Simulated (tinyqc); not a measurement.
Inside a calculation. Method: RKS/LDA (VWN5) in the 6-31g basis, for H2, spin multiplicity 1. One step of it, computed by the program tinyqc.

Problem. Iteration 2: diagonalisation and new density. Diagonalise F' = X^T F X, C = X C', fill 1 alpha and 1 beta electrons from the bottom; D = 2 C_occ C_occ^T; the new density keeps 0.5 of the old one (damping). Each column has its largest component positive (the first on a tie).

extrapolated F (hartree):
```
           1H 1s      1H 2s      2H 1s      2H 2s
1H 1s  -0.015880  -0.347187  -0.366309  -0.326699
1H 2s  -0.347187  -0.212324  -0.326699  -0.227490
2H 1s  -0.366309  -0.326699  -0.015880  -0.347187
2H 2s  -0.326699  -0.227490  -0.347187  -0.212324
```

X:
```
               1          2          3         4
1H 1s  -0.727112   0.777359   0.895829  0.270610
1H 2s   2.238089  -0.661175   0.291037  0.318162
2H 1s   0.727112   0.777359  -0.895829  0.270610
2H 2s  -2.238089  -0.661175  -0.291037  0.318162
```

D after iteration 1:
```
          1H 1s     1H 2s     2H 1s     2H 2s
1H 1s  0.201647  0.175457  0.201647  0.175457
1H 2s  0.175457  0.154480  0.175457  0.154480
2H 1s  0.201647  0.175457  0.201647  0.175457
2H 2s  0.175457  0.154480  0.175457  0.154480
```

overlap S:
```
          1H 1s     1H 2s     2H 1s     2H 2s
1H 1s  1.000000  0.658292  0.481621  0.519214
1H 2s  0.658292  1.000000  0.519214  0.864527
2H 1s  0.481621  0.519214  1.000000  0.658292
2H 2s  0.519214  0.864527  0.658292  1.000000
```

Give: F' = X^T F X; orbital energies; coefficients C; D after iteration 2.

Solution.

F' = X^T F X (hartree):
```
         1        2        3        4
1   0.6558   0.0000  -0.5102   0.0000
2   0.0000   0.5390   0.0000  -0.0680
3  -0.5102   0.0000   0.5436   0.0000
4   0.0000  -0.0680   0.0000  -0.3771
```

orbital energies (hartree): MO1 -0.3821, MO2 0.0864, MO3 0.5440, MO4 1.1131

coefficients C:
```
          MO1      MO2      MO3      MO4
1H 1s  0.3271   0.1819   0.7553  -1.1393
1H 2s  0.2687   1.7103  -0.6828   1.4726
2H 1s  0.3271  -0.1819   0.7553   1.1393
2H 2s  0.2687  -1.7103  -0.6828  -1.4726
```

D after iteration 2:
```
        1H 1s   1H 2s   2H 1s   2H 2s
1H 1s  0.2078  0.1756  0.2078  0.1756
1H 2s  0.1756  0.1494  0.1756  0.1494
2H 1s  0.2078  0.1756  0.2078  0.1756
2H 2s  0.1756  0.1494  0.1756  0.1494
```
